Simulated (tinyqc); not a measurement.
Inside a calculation. Model: FinFET, parasitic resistance, capacitance and delay.

Program tinyqc, `OMP_NUM_THREADS=1 python tinyqc.py 2170091 2170092 out.jsonl`; Intel Xeon 2.30GHz, shared host, one thread, about 0.04 s. Printed values are rounded.

Nf fins under one contact; each has gated perimeter p = 2 Hf + Wf and cross-section A = Hf Wf; contact width Wc = Nf pf, stack height Hs = Hf. Contact length Lc = CPP - Lg - 2 Lsp, shared by two neighbouring gates. Source and drain sides are equal. The formulas are first-order estimates, not field solutions.

Values chosen for this exercise; values close to those of silicon logic devices:

| symbol | value | unit | meaning |
|---|---|---|---|
| T | 300 | K | temperature |
| Nf | 2 |  | number of fins |
| Hf | 60 | nm | fin height |
| Wf | 8 | nm | fin width |
| pf | 27 | nm | fin pitch |
| CPP | 60 | nm | contacted gate pitch |
| Lg | 18 | nm | gate length |
| Lsp | 8 | nm | spacer length |
| ks | 3.3 |  | relative permittivity of the spacer |
| Hc | 20 | nm | gate height above the channel stack |
| rc | 2.5e-9 | ohm cm^2 | contact resistivity |
| re | 0.0007 | ohm cm | resistivity of the source-drain epitaxy |
| te | 20 | nm | current-carrying depth of the epitaxy |
| rx | 0.00048 | ohm cm | resistivity of the extension |
| Lov | 1 | nm | gate overlap |
| Cinv | 3 | uF/cm^2 | inversion capacitance |
| vx | 1.5e7 | cm/s | injection velocity |
| mu | 220 | cm^2/(V s) | apparent mobility |
| VT | 0.29 | V | threshold at zero drain voltage |
| dl | 0.03 | V/V | barrier lowering |
| n | 1.25 |  | subthreshold factor |
| Cw | 0.11 | fF | wire load |
| Vdd | 0.75 | V | supply voltage |

Constants: q = 1.602176634e-19 C, kB = 1.380649e-23 J/K, eps0 = 8.8541878128e-12 F/m, Vt = kB T/q. Results are converted to the units shown.

## Geometry and resistances

Epitaxy sheet resistance Rsh = re/te, transfer length LT = sqrt(rc/Rsh), contact Rc = [sqrt(rc Rsh)/Wc] coth(Lc/(2 LT)); extension of one fin Rx = rx Lsp/A. Effective width N p; for equal currents one side has Rc + Rx/N.

Lc = 26 nm
effective width = 256 nm
Rsh = 350 ohm
LT = 26.7261 nm
Rc = 383.779 ohm
Rx = 80 ohm
one side times effective width = 108.487 ohm um

Lc/2 is 0.49 transfer lengths, and Rc is 7.8 % above the area limit rc/(Wc Lc/2). The contact makes up 90.6 % of one side.

## Capacitances

With N fins: gate Cg = Cinv p N Lg; per side, plate Cp = ks eps0 [Wc (Hs + Hc) - N A]/Lsp, top fringe Cf = (2/pi) ks eps0 Wc ln(1 + Lg/(2 Lsp)), overlap Co = Cinv p N Lov. Cs = Cp + Cf + Co. An inverter of two such devices driving an equal one has the load CL = 2 (Cg + 2 Cs) + 4 Cs + Cw (its own drains counted twice for the Miller effect).

Cg = 138.240 aF
Cp = 12.2719 aF
Cf = 0.757140 aF
Co = 7.68 aF
CL = 552.152 aF

The channel capacitance gives 50.1 % of CL, the parasitic parts 30.0 % and the wire 19.9 %.

## Iteration 1: fin currents at Vgs = Vdd, Vds = Vdd/2

I at the start (uA): fin 1 0, fin 2 0

One fin: I = p Q vx u/(1 + |u|^1.8)^(1/1.8), Q = Cinv n Vt ln(1 + exp((Vg' - VT + dl Vd')/(n Vt))), u = Vd' mu/(vx Lg), Vg' = Vgs - v, Vd' = Vds - 2 v, with the drop on each side v = Rc (sum of I) + Rx I. I(new) = I + 0.5 (I(out) - I).

drop v (mV): fin 1 0, fin 2 0
I(out) (uA): fin 1 253.134, fin 2 253.134
I after iteration 1 (uA): fin 1 126.567, fin 2 126.567

## Iteration 2: fin currents at Vgs = Vdd, Vds = Vdd/2

As before.

drop v (mV): fin 1 107.273, fin 2 107.273
I(out) (uA): fin 1 157.674, fin 2 157.674
I after iteration 2 (uA): fin 1 142.121, fin 2 142.121

## Course of the iteration: fin currents at Vgs = Vdd, Vds = Vdd/2

Stop when the largest change of I is below 1e-6 uA, or after 80 iterations.

Course of the iteration:
```
iteration  total I (uA)  largest |change| of one entry (uA)
1               253.134                                 127
2               284.242                                15.6
3               282.615                               0.813
4               282.761                              0.0733
5               282.748                             6.45e-3
6               282.749                             5.69e-4
7               282.749                             5.02e-5
8               282.749                             4.43e-6
9               282.749                             3.90e-7
```

Converged in 9 iterations. At the end each change is about 0.088 times the one before: linear convergence.

## Effective current, delay and energy

IH = I(Vdd, Vdd/2) = 282.749 uA
IL = I(Vdd/2, Vdd), solved likewise = 82.8706 uA

Ieff = (IH + IL)/2, delay CL Vdd/(2 Ieff), energy CL Vdd^2, with CL the load of an inverter that drives an equal one.

Ieff = 182.810 uA
delay = 1.13264 ps
energy = 310.586 aJ

Without any series resistance Ieff would be 314 uA, so the resistances cost 41.9 %.
